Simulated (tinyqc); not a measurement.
From results back to parameters: k.p values derived from sp3s* tight binding at Gamma. Two cases, with inputs chosen for the exercise.

Problem. The electron mass obeys m0/m = A + Ep/EG, where A gathers the direct term and the higher bands, and Ep = P^2/c with c = hbar^2/2m0, P = (a/4)(sa pc Vsapc + sc pa Vscpa). The mass comes from a hidden Vscpa (s cation, p anion); sa, sc are the anion and cation parts of S+, the upper s level at Gamma, and pa, pc those of P-, the lower p level (P+ is the upper one).

Constants: hbar^2/2m0 = 3.80998211 eV angstrom^2.

Find: Ep; Vscpa.

Method. Ep = (m0/m - A) EG gives |P|; both terms of P have the sign of sc pa, and the linear relation gives Vscpa. A is held fixed, though its part from P+ also depends on Vscpa.

Case 1.

Values chosen (out of a larger set: near a published set for GaSb, fitted to gaps, whose masses and valley positions are rough; not measured data): a = 6.095 angstrom (lattice constant); Vsapc = 4.944 eV (s anion, p cation).

m = 0.0617440 m0
A = -1.95088
EG = 0.735834 eV

sa, sc, pa, pc: 0.603992  -0.796990  0.880019  -0.474939

Solution.

Ep = 13.35 eV
Vscpa = 4.65 eV

Case 2.

Values chosen (out of a larger set: near a published set for AlAs, fitted to gaps, whose masses and valley positions are rough; not measured data): a = 5.661 angstrom (lattice constant); Vsapc = 5.14 eV (s anion, p cation).

m = 0.2829281 m0
A = -1.59651
EG = 3.003813 eV

sa, sc, pa, pc: 0.533752  -0.845641  0.887402  -0.460996

Solution.

Ep = 15.41 eV
Vscpa = 5.53 eV

Computed by tinyqc, one run a case: `OMP_NUM_THREADS=1 python tinyqc.py N N+1 out.jsonl` with N = 1480459, 1480462; one thread of a shared Intel(R) Xeon(R) Processor @ 2.30GHz, about 0.01 s a run at most.
